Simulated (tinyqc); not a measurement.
# Worked calculation: thermionic-field emission through a Schottky barrier, WKB

Program tinyqc, `OMP_NUM_THREADS=1 python tinyqc.py 2640076 2640077 out.jsonl`; Intel Xeon 2.30GHz, shared host, one thread, about 0.04 s. Printed values are rounded.

Metal on an n-type semiconductor with one parabolic valley; V > 0 is forward bias (metal positive). Energies E are counted from the conduction edge of the neutral semiconductor, whose Fermi level lies at -xi; that of the metal lies at -xi - V. The barrier is a parabola of height Vd = phi - xi - V (depletion approximation, no image force).

Inputs (values chosen for the exercise); band and dielectric values close to those of cadmium telluride: temperature T = 300 K; electron mass me = 0.101 m0; relative permittivity eps_r = 10; barrier height seen from the metal phi = 0.45 eV; donor density Nd = 2.3e19 cm^-3; bias V = 0.15 V; points of the energy grid nE = 15; upper end of the energy grid Eb = 0.7 eV.

Constants: q = 1.602176634e-19 C, kB = 1.380649e-23 J/K, hbar = 1.054571817e-34 J s, h = 6.62607015e-34 J s, m0 = 9.1093837015e-31 kg, Vt = kB T/q, eps0 = 8.8541878128e-14 F/cm where lengths are in cm. Results are converted to the units shown.

Range of the model: The depletion approximation, a parabolic band and the neglect of image-force lowering make these currents estimates at high doping.

## Fermi level, barrier and E00

Nc = 2 (2 pi me m0 kB T/h^2)^1.5 (times 1e-6 for cm^-3); Nd = Nc F12(-xi/Vt), F12(x) = (2/sqrt(pi)) int_0^infinity sqrt(u)/(1 + exp(u - x)) du; E00 = (hbar/2) sqrt(Nd/(me m0 eps0 eps_r)) in SI units (volts). W = sqrt(2 eps0 eps_r Vd/(q Nd)).

Nc = 8.054787e17 cm^-3
xi = -0.2900836 eV
Vd = 0.5900836 V
W = 5.325091 nm
E00 = 88.59935 meV
E00/Vt = 3.427176

By a common rule of thumb, E00/Vt below 0.5 marks thermionic emission, 0.5 to 5 thermionic-field emission and above 5 field emission. By that rule alone: thermionic-field emission; with a high barrier, tunnelling near its top can carry most of the current even below 0.5.

## Current density on a coarse grid

For E < Vd, ln T(E) = -(Vd/E00) [sqrt(1 - y) - y ln((1 + sqrt(1 - y))/sqrt(y))], y = E/Vd; T(E) = 1 above. J = A* T (q/kB) int_0^infinity T(E) N(E) dE, N = ln[(1 + exp((-xi - E)/Vt))/(1 + exp((-xi - V - E)/Vt))], A* = 4 pi q me m0 kB^2/h^3 (times 1e-4 for A/(cm^2 K^2)). Simpson's rule on nE equally spaced points from 0 to Eb.

| point | E (eV) | T(E) | N | T(E) N |
|---|---|---|---|---|
| 0 | 0.0000000 | 0.001280973 | 5.797849 | 0.007426889 |
| 1 | 0.0500000 | 0.005009377 | 5.772146 | 0.02891485 |
| 2 | 0.1000000 | 0.01307955 | 5.610512 | 0.07338296 |
| 3 | 0.1500000 | 0.02906117 | 4.903464 | 0.1425004 |
| 4 | 0.2000000 | 0.05780066 | 3.420848 | 0.1977273 |
| 5 | 0.2500000 | 0.1053255 | 1.728754 | 0.1820819 |
| 6 | 0.3000000 | 0.1781015 | 0.5175803 | 0.09218184 |
| 7 | 0.3500000 | 0.2815474 | 0.09365086 | 0.02636716 |
| 8 | 0.4000000 | 0.4177237 | 0.01409579 | 0.005888147 |
| 9 | 0.4500000 | 0.5822677 | 0.002050037 | 0.001193670 |
| 10 | 0.5000000 | 0.7607053 | 2.966073e-4 | 2.256307e-4 |
| 11 | 0.5500000 | 0.9233848 | 4.288192e-5 | 3.959651e-5 |
| 12 | 0.6000000 | 1 | 6.198965e-6 | 6.198965e-6 |
| 13 | 0.6500000 | 1 | 8.961017e-7 | 8.961017e-7 |
| 14 | 0.7000000 | 1 | 1.295372e-7 | 1.295372e-7 |

J = 1.599099e6 A/cm^2

The integrand peaks at E = 0.200 eV among these points, 0.34 of the barrier height. A converged quadrature gives 1.596e6 A/cm^2 (this grid is 0.18 % above that), of which 6.2e-4 % passes over the barrier.
